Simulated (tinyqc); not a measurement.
# Undoped symmetric double-gate MOSFET, analytic potential model: what changes with what

An undoped body of thickness ts between two equal insulators and tied gates; long channel, electrons only, n = ni exp((psi - V)/Vt) with V the quasi-Fermi potential (0 at the source, Vd at the drain), constant mobility, no quantisation. Across the body psi(x) = V - 2 Vt ln[(ts/(2 beta)) sqrt(q ni/(2 eps0 eps_r Vt)) cos(2 beta x/ts)], x from the centre. Q is the electron charge per area of the whole body.

Inputs (values chosen for the exercise); material values close to those of gallium arsenide: temperature T = 250 K; band gap Eg = 1.43 eV; relative permittivity of the semiconductor eps_r = 13; conduction-band density of states at T Nc = 3.32e17 cm^-3; valence-band density of states at T Nv = 6.79e18 cm^-3; relative permittivity of the gate insulator eox = 7.76; insulator thickness tox = 2.6 nm; body thickness ts = 12 nm; gate work function less that of the intrinsic body dphi = 0.1 V; channel mobility mu = 240 cm^2/(V s); gate length L = 2 um; drain voltage Vd = 0.1 V.

Constants: q = 1.602176634e-19 C, kB = 1.380649e-23 J/K, Vt = kB T/q, eps0 = 8.8541878128e-14 F/cm where lengths are in cm. Results are converted to the units shown.

Each table varies one quantity; the others keep the values above.

## Effect of the insulator thickness

ni = sqrt(Nc Nv) exp(-Eg/(2 Vt)), Eg in volts; r = eps_r tox/(eox ts); V0 = dphi + 2 Vt ln[(2/ts) sqrt(2 eps0 eps_r Vt/(q ni))]. beta (between 0 and pi/2) solves (Vg - V0 - V)/(2 Vt) = ln(beta) - ln(cos beta) + 2 r beta tan(beta). Q = 8 eps0 eps_r Vt beta tan(beta)/ts; I = mu (1/L)(4 eps0 eps_r/ts)(2 Vt)^2 [g(beta_s) - g(beta_d)] per width, g = beta tan(beta) - beta^2/2 + r beta^2 tan^2(beta), with beta_s at V = 0 and beta_d at V = Vd.  I(low) is taken at Vg = 0.55 V, Qs and I(high) at Vg = 1.3 V.

The same in every row: V0 (V) = 0.80299.

Results:
```
tox (nm),I(low) (nA/um),Qs(high) (nC/cm^2),I(high) (uA/um)
0.87,0.0033614,5468.4,57.279
1.8,0.0033614,2855.9,30.197
2.6,0.0033614,2051.7,21.786
3.7,0.0033613,1491.9,15.901
5.4,0.0033613,1058.7,11.326
7.8,0.0033613,757.18,8.1258
```

Estimate the missing row, tox = 1.2 nm.

Computed row:
```
tox (nm),I(low) (nA/um),Qs(high) (nC/cm^2),I(high) (uA/um)
1.2,0.0033614,4105.6,43.192
```

With this row back in the table: As tox goes from 0.87 to 7.8 nm, I(low) stays near 0.00336 nA/um and I(high) falls from 57.3 to 8.13 uA/um. On average I(low) is independent of tox and I(high) goes as tox^(-0.89). Below threshold no voltage drops over the insulator in this long-channel model, so its thickness does not matter there. In every row the surface density at the source at the higher gate voltage passes 0.3 Nc, where Boltzmann statistics fail.

## Effect of the body thickness

Same model as above.

Effect of the body thickness:
```
ts (nm),V0 (V),I(low) (nA/um),Qs(high) (nC/cm^2),I(high) (uA/um)
4,0.8503,0.001120,2044,21.67
5.6,0.8358,0.001569,2048,21.73
7.8,0.8216,0.002185,2050,21.76
11,0.8067,0.003081,2051,21.78
15,0.7934,0.004202,2052,21.79
21,0.7789,0.005882,2053,21.80
30,0.7635,0.008403,2053,21.80
```

As ts goes from 4 to 30 nm, I(low) rises from 0.00112 to 0.00840 nA/um and I(high) rises from 21.7 to 21.8 uA/um. On average I(low) goes as ts^(1.00) and I(high) goes as ts^(0.00). Below threshold the charge is proportional to the cross-section of the body; above it the insulator sets the charge. In every row the surface density at the source at the higher gate voltage passes 0.3 Nc, where Boltzmann statistics fail. For ts = 4 to 5.6 nm the body is thin enough for quantum confinement, left out here, to raise the threshold.

## Transfer curve and volume inversion

Q = 8 eps0 eps_r Vt beta tan(beta)/ts; I = mu (1/L)(4 eps0 eps_r/ts)(2 Vt)^2 [g(beta_s) - g(beta_d)] per width, g = beta tan(beta) - beta^2/2 + r beta^2 tan^2(beta), with beta_s at V = 0 and beta_d at V = Vd. The drop is psi(surface) - psi(centre) at the source end; C = dQs/dVg, Cg = 2 eps0 eox/tox; gm = dI/dVg.

Results:
```
Vg (V),Qs (nC/cm^2),drop (mV),C/Cg,I (uA/um),gm/I (1/V)
0.5,1.289e-4,1.680e-5,1.132e-6,3.300e-7,46.42
0.72,3.362,0.4366,0.02831,0.008791,45.43
0.84,149.3,16.87,0.4785,0.7098,23.88
0.95,506.0,43.49,0.7125,3.983,9.958
1.06,953.4,63.95,0.8141,8.938,5.496
1.17,1443,79.10,0.8664,14.62,3.669
1.29,2004,91.76,0.8992,21.22,2.651
1.4,2533,101.1,0.9182,27.50,2.099
```

Estimate the missing row, Vg = 0.61 V.

Computed row:
```
Vg (V),Qs (nC/cm^2),drop (mV),C/Cg,I (uA/um),gm/I (1/V)
0.61,0.02126,0.002771,1.867e-4,5.445e-5,46.41
```

With this row back in the table: The current rises from 3.30e-7 to 27.5 uA/um. In the first row gm/I is 46.4 1/V, within 0.01 % of 1/Vt: with no depletion charge the whole body follows the gate, and the swing is ideal. The drop between surface and centre goes from 1.7e-5 to 101 mV and passes Vt at Vg = 0.95 V among the rows; below that the density varies across the body by less than a factor of e (volume inversion). C reaches 0.92 of Cg in the last row. For Vg = 0.84 to 1.4 V the surface density at the source passes 0.3 Nc, where Boltzmann statistics fail.

Program tinyqc, `OMP_NUM_THREADS=1 python tinyqc.py 2440005 2440006 out.jsonl`; Intel Xeon 2.30GHz, shared host, one thread, about 0.01 s.
